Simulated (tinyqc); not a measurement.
Lattice vibrations of a chain, step by step. One step of it, computed by the program tinyqc.

Task: Dynamical matrix at q = 0.03. q is in units of 2 pi/a. A spring k from atom i to atom j, n cells on, adds k to Phi_ii and Phi_jj, -k exp(2 pi i q n) to Phi_ij and the conjugate to Phi_ji (for one atom a cell: 2k (1 - cos 2 pi q n)); D_ij = Phi_ij / sqrt(m_i m_j).

A chain moving along its axis:
```
atom   mass (u)  spring to the next atom (eV/angstrom^2)
1     32.200000                                 6.500000
2     57.100000                                13.900000
```

Give: D(q).

Result:

D(q) (eV/(angstrom^2 u)):
```
                 1                2
1           0.6335  -0.4700+0.0607i
2  -0.4700-0.0607i           0.3573
```
